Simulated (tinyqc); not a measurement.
Inside a calculation. Method: extended Hueckel theory, for H6. One step of it, computed by the program tinyqc.

Task: Mulliken analysis. P = C n C^T; charge = valence electrons (H 1) minus the sum of (P S)_ii on the atom; overlap population = 2 sum P_ij S_ij between two atoms.

coefficients, order 1H 1s, 2H 1s, 3H 1s, 4H 1s, 5H 1s, 6H 1s:
```
[[0.203097, 0.377315, -0.423573, 0.625272, -0.740336, 0.491466],
 [0.281948, 0.391403, -0.234613, -0.426765, 0.860834, -0.774333],
 [0.354823, 0.112724, 0.428875, -0.611113, -0.260271, 1.043600],
 [0.354823, -0.112724, 0.428875, 0.611113, -0.260271, -1.043600],
 [0.281948, -0.391403, -0.234613, 0.426765, 0.860834, 0.774333],
 [0.203097, -0.377315, -0.423573, -0.625272, -0.740336, -0.491466]]
```

occupations: [2.000000, 2.000000, 2.000000, 0.000000, 0.000000, 0.000000]

overlap S, order 1H 1s, 2H 1s, 3H 1s, 4H 1s, 5H 1s, 6H 1s:
```
[[1.000000, 0.579236, 0.102569, 0.023196, 0.002194, 0.000345],
 [0.579236, 1.000000, 0.371631, 0.102394, 0.011856, 0.002194],
 [0.102569, 0.371631, 1.000000, 0.578574, 0.102394, 0.023196],
 [0.023196, 0.102394, 0.578574, 1.000000, 0.371631, 0.102569],
 [0.002194, 0.011856, 0.102394, 0.371631, 1.000000, 0.579236],
 [0.000345, 0.002194, 0.023196, 0.102569, 0.579236, 1.000000]]
```

Give: charges; Overlap populations.

Result:

charges: [-0.0579, 0.0492, 0.0087, 0.0087, 0.0492, -0.0579]

Overlap populations:
```
pair      value
2-1    0.705093
3-1   -0.027515
3-2    0.064727
4-1   -0.014115
4-2   -0.018307
4-3    0.687639
5-1    0.000079
5-2   -0.000885
5-3   -0.018307
5-4    0.064727
6-1    0.000108
6-2    0.000079
6-3   -0.014115
6-4   -0.027515
6-5    0.705093
```
